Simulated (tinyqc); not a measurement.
Decay of LO phonons and the hot-phonon bottleneck in the cooling of electrons: one step, computed by the program tinyqc.

n(E, T) = 1/(exp(E/(k_B T)) - 1) is the Bose occupation. Electrons have a temperature T_e; the LO modes within their reach share one occupation N; the decay products stay at the lattice temperature.

Task: Spontaneous emission time. Froehlich coupling alpha = (e^2/(4 pi eps_0)) (1/eps_inf - 1/eps_s) k_0/(2 hbar omega), k_0 = sqrt(m* hbar omega/(hbar^2/(2 m_0))); emission time tau_sp = hbar/(2 alpha hbar omega); bottleneck ratio r = (n/N_m) tau/tau_sp.

Inputs (values chosen for the exercise, modelled on zinc oxide):
```
quantity                                             value    unit
LO energy hbar omega                                  74.1     meV
lattice temperature T                                   77       K
electron mass m*                                     0.279     m_0
eps_inf                                                3.8       -
static dielectric constant eps_s                       8.4       -
electron density n                                 1.3e+17  1/cm^3
density of LO modes that the electrons reach, N_m  1.5e+19  1/cm^3
```

Decay channel: two unequal phonons (Ridley).

phonon lifetime tau = 1.396907 ps

Constants: e^2/(4 pi eps_0) = 14.39964548 eV angstrom; hbar^2/(2 m_0) = 3.80998212 eV angstrom^2; hbar = 6.582119569e-16 eV s.

Give: alpha; emission time tau_sp; bottleneck ratio r.

Result:

alpha = 1.031

emission time tau_sp = 4.306 fs

bottleneck ratio r = 2.812

r compares the rate at which electrons exchange quanta with a mode to its decay rate. Exchange outruns decay, so a hot population builds up if the power is high enough. Caution: alpha is above 1/2, so hbar/tau_sp exceeds hbar omega and the emission time, a weak-coupling result, is only rough.
